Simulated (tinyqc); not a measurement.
Phase shift across the band: Koster-Slater impurity in a tight-binding band, by Green functions and by supercells. Computed by tinyqc, a small Python program. Command: `OMP_NUM_THREADS=1 python tinyqc.py 3028752 3028753 out.jsonl kosterslater walk`. One thread of a shared host (Intel(R) Xeon(R) Processor @ 2.30GHz), about 0.02 s of CPU time with the checks.

One orbital per site, e(k) = -2 t sum cos(k_i) over 2 direction(s), band from -4 t to 4 t, lattice constant 1. One site has the extra energy U. Spin is left out.

Inputs (values chosen for the exercise, for a model band): hopping t = 1.3 eV; impurity potential U = -4.42 eV; broadening eta = 0.1 eV.

Lattice: square.

Method:
- Outside the band G0(E) = (2/(pi E)) K(m), m = 16 t^2/E^2, K the complete elliptic integral with parameter m.
- A bound state solves 1/U = G0(E).
- Bisection in ln(distance from the edge) between 1e-5 t and |U| + t. Weight on the impurity site: -1/(U^2 dG0/dE), by a central difference with step min(1e-4 t, distance/30). Decay length along an axis: 1/arccosh(1 + distance/(2 t)).
- Inside the band G0(z), z = E + i eta, comes from the chain form 1/(sqrt(y - 2t) sqrt(y + 2t)) (principal roots) at y = z + 2 t cos k, averaged over k in (0, pi) with 200 Gauss-Legendre points.
- delta/pi = -arg(1 - U G0)/pi counts the states added below E (Friedel); host DOS = -Im G0/pi, DOS on the impurity = -Im[G0/(1 - U G0)]/pi; 13 evenly spaced energies from -(band edge + |U| + 2t) to +(band edge + |U| + 2t).

distance from the band edge = 0.832976 eV

level E_b = -6.03298 eV

Across the spectrum:

| E (eV) | Re G0 (1/eV) | host DOS (1/eV) | DOS on the impurity (1/eV) | delta/pi |
|---|---|---|---|---|
| -12.220 | -0.08596 | 0.00025 | 0.0006 | 0.00177 |
| -10.183 | -0.10574 | 0.00039 | 0.0014 | 0.00321 |
| -8.147 | -0.13927 | 0.00072 | 0.0049 | 0.00826 |
| -6.110 | -0.21974 | 0.00241 | 1.2385 | 0.27389 |
| -4.073 | -0.23779 | 0.06758 | 0.0765 | 0.51730 |
| -2.037 | -0.19482 | 0.09237 | 0.0555 | 0.46567 |
| 0.000 | 0.00000 | 0.20799 | 0.0223 | 0.39390 |
| 2.037 | 0.19482 | 0.09237 | 0.0181 | 0.19208 |
| 4.073 | 0.23779 | 0.06758 | 0.0133 | 0.13659 |
| 6.110 | 0.21974 | 0.00241 | 0.0006 | 0.00540 |
| 8.147 | 0.13927 | 0.00072 | 0.0003 | 0.00197 |
| 10.183 | 0.10574 | 0.00039 | 0.0002 | 0.00116 |
| 12.220 | 0.08596 | 0.00025 | 0.0001 | 0.00079 |

What follows from these numbers?

delta/pi starts and ends near zero (+0.002 and +0.001): the impurity moves states but creates none. delta/pi rises at the bound state below the band (-6.033 eV), reaches 0.52 among these rows (1 in the limit of small eta, just above the level) and is paid back by the top of the band.

Extremes, crossings and ranges named in words are read from the listed rows.
